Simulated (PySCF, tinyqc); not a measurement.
Inside a calculation. Method: RHF in the sto-3g basis, for H4, spin multiplicity 1. The lowest restricted solution is unstable here: a spin-polarised one lies 0.0640 hartree lower (PySCF). One step of it, computed by the program tinyqc.

Task: Orthogonalisation. S = U s U^T; canonical form X = U s^(-1/2), so that X^T S X = 1. Each column of U has its largest component positive (the first on a tie).

overlap S:
```
          1H 1s     2H 1s     3H 1s     4H 1s
1H 1s  1.000000  0.287165  0.007519  0.000183
2H 1s  0.287165  1.000000  0.122782  0.007519
3H 1s  0.007519  0.122782  1.000000  0.287165
4H 1s  0.000183  0.007519  0.287165  1.000000
```

Give: eigenvalues of S; X.

Result:

eigenvalues of S: 0.652  0.760  1.225  1.362

X:
```
            1       2       3      4
1H 1s  -0.549   0.629   0.498  0.382
2H 1s   0.682  -0.512   0.401  0.470
3H 1s  -0.682  -0.512  -0.401  0.470
4H 1s   0.549   0.629  -0.498  0.382
```
